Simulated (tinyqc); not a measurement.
# Floating body of a partially depleted SOI transistor: body voltage and kink: effects of single changes

Source at 0 V. Channel current Ic = 2 nf K Vt^2 [F(0) - F(Vd)](1 + la Vd), F(V) = ln^2(1 + exp((Vg - VT - nf V)/(2 nf Vt))), VT = VT0 - gb Vb. Saturation voltage Vs = 2 Vt sqrt(F(0)) + 3 Vt, excess Ve = (Vd - Vs + sqrt((Vd - Vs)^2 + 0.0004 V^2))/2, multiplication M1 = Ai Ve exp(-Bl/Ve). Each junction passes D(v) = J1 (exp(v/Vt) - 1) + J2 (exp(v/(2 Vt)) - 1). Bipolar current Ib = bb J1 (exp(Vb/Vt) - 1). The body settles where M1 (Ic + Ib) = D(Vb) + D(Vb - Vd) + Vb/Rb; drain current Id = (1 + M1)(Ic + Ib) - D(Vb - Vd).

Parameters, values chosen for the exercise; values of the order met in partially depleted silicon-on-insulator transistors:
- T = 300 K (temperature)
- VT0 = 0.5 V (threshold at zero body voltage)
- gb = 0.32 (fall of the threshold per volt of body voltage)
- nf = 1.34 (slope factor)
- K = 540 uA/(V^2 um) (gain factor per width)
- la = 0.08 1/V (channel-length modulation factor)
- Ai = 3.99 1/V (impact-ionisation prefactor)
- Bl = 7 V (impact-ionisation voltage)
- J1 = 6.1e-13 uA/um (diffusion saturation current of each junction)
- J2 = 3.2e-9 uA/um (recombination saturation current of each junction)
- bb = 3 (gain of the lateral bipolar transistor on the diffusion current)
- Rb = 1e9 kohm um (resistance of a weak body tie to the source (1e9 stands for no tie, and the term is then dropped))
- Vg = 0.87 V (gate voltage)
- Vd = 1.6 V (drain voltage)

Constants: q = 1.602176634e-19 C, kB = 1.380649e-23 J/K, Vt = kB T/q. Results are converted to the units shown.

Each table varies one quantity; the others keep the values above.

## Output curve and kink

Rows with more than one solution for Vb (latch) are left out; dId/dVd by a forward difference over 1e-4 V, swing = 1e-4 V over the change of log10 Id; M1 under 1e-12 is printed as 0.

Output curve and kink:
```
Vd (V)  Vb (V)        M1  Id, floating (uA/um)  Id, grounded (uA/um)  ratio  dId/dVd, floating (uS/um)  dId/dVd, grounded (uS/um)
1       0.5019  3.547e-6                 61.28                 29.85  2.053                      55.71                      2.239
1.2     0.6047  1.309e-4                 70.17                 30.31  2.315                      36.54                      2.499
1.4     0.6676  0.001323                 76.73                 30.89  2.484                      30.79                      3.394
1.6     0.7107  0.006450                 83.25                 31.73  2.623                      36.69                      5.242
1.8     0.7429   0.02036                 92.50                 33.05  2.798                      59.31                      8.135
2       0.7690   0.04873                 108.9                 35.05  3.108                      112.3                      11.98
2.2     0.7925   0.09678                 142.3                 37.90  3.756                      243.6                      16.59
```

What does the table show?

Vb rises from 0.502 to 0.792 V and the ratio of the currents rises from 2.05 to 3.76. The output conductance with a floating body exceeds the grounded value by the largest factor among the rows, 24.9, at Vd = 1 V, where Vb = 0.502 V and M1 = 3.55e-6.

## Transfer curve and swing

Same model as above.

Transfer curve and swing:
columns A: Vg (V); B: Vb (V); C: M1; D: Id, floating (uA/um); E: Id, grounded (uA/um); F: ratio; G: swing, floating (mV/decade); H: swing, grounded (mV/decade)
```
A          B         C         D         E      F      G      H
0.05  0.3651   0.06111  7.905e-5  2.642e-6  29.92  46.03  79.92
0.15  0.5153   0.06043  0.006050  4.710e-5  128.5  60.04  80.03
0.25  0.6075   0.05700    0.1892  8.273e-4  228.7  77.19  80.85
0.35  0.6658   0.04782     2.076   0.01365  152.1  126.7  84.23
0.45  0.6949   0.03601     8.347    0.1808  46.16  218.6  96.81
0.55  0.7083   0.02560     19.49     1.430  13.63  335.1  133.2
0.65  0.7138   0.01748     34.99     5.857  5.975  459.2  204.1
0.75  0.7145   0.01144     54.54     14.82  3.680  583.1  301.5
0.85  0.7116  0.007136     78.07     28.46  2.743  704.6  411.5
```

What does the table show?

Vb goes from 0.365 through a maximum of 0.714 (at Vg = 0.75 V among the rows listed) to 0.712 V. The smallest swing among the rows is 46.0 mV a decade with a floating body (at Vg = 0.05 V) and 79.9 with a grounded one; Vt ln 10 = 59.5. The floating swing is smaller by more than 3 % for Vg = 0.05, 0.15, 0.25 V, where the rising Vb lowers the threshold as Vg rises. In the first row the floating body raises the current by a factor of 29.9.

Range of the model: The multiplication law is an empirical form chosen for the exercise; self-heating and capacitive coupling to the body are left out, and the linear laws are rough once Vb passes about 0.7 V or M1 about 0.1.

tinyqc, about 0.2 s, one thread, Intel Xeon 2.30GHz (shared host): `OMP_NUM_THREADS=1 python tinyqc.py 2182073 2182074 out.jsonl`
